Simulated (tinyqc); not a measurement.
Raising U: Hubbard chain of 4 sites, mean field against exact. Computed by the program tinyqc. 

one-body matrix (hopping and site energies) (eV):
```
         1        2        3        4
1  -0.0300  -1.4700   0.0000   0.0000
2  -1.4700  -0.5700  -1.4700   0.0000
3   0.0000  -1.4700  -0.3900  -1.4700
4   0.0000   0.0000  -1.4700  -0.2100
```

electrons, up and down: 2  2

Collinear unrestricted mean field (the lowest of 40 random starts) against exact diagonalisation.

Exact and mean-field results (eV):
```
U          U/t   E exact  E mean field  mean |n_up - n_down|  double occupancy, exact  first gap in the sector
0.730    0.497  -7.11703      -7.08029                 0.000                    0.227                    1.633
1.470    1.000  -6.48407      -6.33502                 0.000                    0.201                    1.453
2.940    2.000  -5.44532      -4.89104                 0.383                    0.154                    1.168
4.410    3.000  -4.66159      -3.91769                 0.694                    0.115                    0.956
5.880    4.000  -4.07787      -3.31376                 0.819                    0.085                    0.797
8.820    6.000  -3.30779      -2.64397                 0.917                    0.050                    0.586
11.760   8.000  -2.84363      -2.29170                 0.953                    0.031                    0.457
17.640  12.000  -2.32952      -1.93184                 0.979                    0.015                    0.314
29.400  20.000  -1.88898      -1.64032                 0.993                    0.006                    0.192
```

In absolute terms mean field is worst at U/t = 4.0, 0.764 eV too high: at small U it is nearly exact, and at large U it misses only exchange-scale energies. Its local moments set in at U/t = 2.0 of those listed, a broken symmetry that the exact state of a finite cluster with equal spins does not have. Relative to the exact energy its error is 0.5 % at the smallest U, 20 % at most and 13 % at the largest. The double occupancy falls from 0.227 to 0.006.
